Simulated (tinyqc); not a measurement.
Inside a calculation. Model: configuration-coordinate model of a defect: Huang-Rhys factor and luminescence line shape. Computed by tinyqc, a small Python program that keeps every step. Command: `OMP_NUM_THREADS=1 python tinyqc.py 3000706 3000707 out.jsonl ccline walk`. One thread of a shared host (Intel(R) Xeon(R) Processor @ 2.30GHz), about 0.01 s of CPU time with the checks. Intermediate numbers are printed to about 6 digits and carried at full precision; extremes and crossings named in words are read from the listed rows.

Ground state E_g(Q) = (1/2) omega_g^2 Q^2; excited state E_e(Q) = E_0 + (1/2) omega_e^2 (Q - dQ)^2 with omega_e = omega_g and E_0 = E_ZPL. Q is mass-weighted; the dipole does not depend on Q (Condon approximation).

Inputs (values chosen for the exercise, for a model defect in a wide-gap host):
```
quantity                          value              unit
zero-phonon energy E_ZPL           2.58                eV
displacement dQ                   0.741  u^(1/2) angstrom
ground-state phonon hbar omega_g   18.9               meV
temperature T                       200                 K
refractive index n_r               2.41                 -
transition dipole mu                0.7        e angstrom
quenching prefactor nu_0          1e+12               1/s
```

Modes: equal frequencies in both states.

Constants: hbar^2/u = 4.18015928e-03 eV angstrom^2; k_B = 8.617333262e-05 eV/K; hbar = 6.582119569e-16 eV s; e = 1.602176634e-19 C; eps_0 = 8.8541878128e-12 F/m; hbar = 1.054571817e-34 J s; c = 299792458 m/s.

## Huang-Rhys factors and vertical energies

S = hbar omega dQ^2/(2 hbar^2/u) for each state; relaxation energy S hbar omega; absorption at E_0 + S_e hbar omega_e, emission at E_0 - S_g hbar omega_g; the Stokes shift is their difference.

S_g = 1.24130

S_e = 1.24130

relaxation energy, ground state = 0.0234605 eV

relaxation energy, excited state = 0.0234605 eV

vertical absorption energy = 2.60346 eV

vertical emission energy = 2.55654 eV

Stokes shift = 0.0469210 eV

The coupling is intermediate: phonon replicas can be resolved beside the zero-phonon line.

## Emission lines at zero temperature

From the lowest excited level the line to ground level n lies at E_ZPL - n hbar omega_g with Franck-Condon weight exp(-S) S^n/n!; the emitted intensity carries a further factor E^3. S = S_g; up to eleven lines, of positive energy only, from n = max(0, integer part of S - 5).

Lines:
```
n   energy (eV)       weight  intensity / largest
0        2.5800  2.89009e-01          8.23577e-01
1        2.5611  3.58746e-01          1.00000e+00
2        2.5422  2.22655e-01          6.07009e-01
3        2.5233  9.21270e-02          2.45599e-01
4        2.5044  2.85892e-02          7.45155e-02
5        2.4855  7.09754e-03          1.80835e-02
6        2.4666  1.46836e-03          3.65646e-03
7        2.4477  2.60381e-04          6.33602e-04
8        2.4288  4.04012e-05          9.60512e-05
9        2.4099  5.57221e-06          1.29407e-05
10       2.3910  6.91676e-07          1.56883e-06
```

The weight peaks at n = 1 and the intensity at n = 1.

## Band at temperature T

Overlaps <m_e|n_g> of harmonic-oscillator functions (Hermite recursion, positive leading coefficients) by a sum over an even grid (700 points from x = -9 to 9 + d for the small table, 1500 points from -16 to 16 + d for the thermal sums), with x = Q sqrt(omega_g/hbar), d = sqrt(2 S_g) and frequency ratio omega_e/omega_g. Initial levels m = 0..24 carry Boltzmann weights exp(-m hbar omega_e/k_B T), normalised; final levels n = 0..79; a line lies at E_ZPL + m hbar omega_e - n hbar omega_g with weight w_m <m|n>^2. Moments are taken over these weights without the E^3 factor; FWHM = 2 sqrt(2 ln 2) x standard deviation; the zero-phonon weight is the sum of w_m <m|m>^2.

mean emission energy = 2.55654 eV

FWHM from the second moment = 0.0701772 eV

zero-phonon weight = 0.211657

skewness = -0.316626

Caution: for small S the spectrum is a set of resolved lines, and a Gaussian width has little meaning.

## Crossing, radiative lifetime and thermal quenching

The curves cross at the root Q_c nearest dQ; the barrier is (1/2) omega_e^2 (Q_c - dQ)^2, with (1/2) omega^2 = (hbar omega)^2/(2 hbar^2/u). k_r = n_r omega^3 mu^2/(3 pi eps_0 hbar c^3) at the vertical emission energy, without local-field correction; k_nr = nu_0 exp(-barrier/k_B T) (Mott-Seitz); yield = k_r/(k_r + k_nr); T_1/2 = barrier/(k_B ln(nu_0/k_r)).

Q_c = 41.1152 u^(1/2) angstrom

classical barrier = 69.6479 eV

radiative lifetime = 13.3495 ns

luminescence yield = 1

quenching temperature T_1/2 = 85083.7 K

The barrier is so high that this route does not halve the yield below 1000 K. Caution: the curves cross far outside the range of the harmonic model, so the barrier and T_1/2 have no quantitative meaning.

## Width and zero-phonon weight against temperature

For comparison: FWHM(0) sqrt(coth(hbar omega_e/2 k_B T)) with FWHM(0) from the first row, and exp(-S_g coth(hbar omega_e/2 k_B T)).

Against temperature:
```
T (K)  mean energy (eV)  FWHM (eV)  coth law (eV)  zero-phonon weight  exp(-S coth)
11              2.55654  0.0495858      0.0495858            0.289009      0.289009
33              2.55654  0.0496502      0.0496502            0.288656      0.288078
66              2.55654  0.0514063      0.0514063            0.279369      0.263391
110             2.55654  0.0568675      0.0568675            0.254344      0.195414
180             2.55654  0.0672545      0.0672545            0.219351      0.101925
260             2.55654  0.0785565      0.0785565            0.193050      0.044357
370             2.55654  0.0923972      0.0923974            0.169530      0.013433
```

The width grows by a factor 1.86, flat while k_B T is well below hbar omega and as sqrt(T) above; for equal frequencies the coth law is exact. The mean energy stays fixed, as it must for equal frequencies. The zero-phonon weight goes from 0.289 to 0.170; the single exponential assumes equal frequencies, leaves out lines that absorb and emit the same number of phonons, and falls to 0.0134.

Checks made by the program: grid overlaps at equal frequencies against the Poisson weights (relative difference below 1e-10); width at T against the coth law (relative difference below 1e-10).
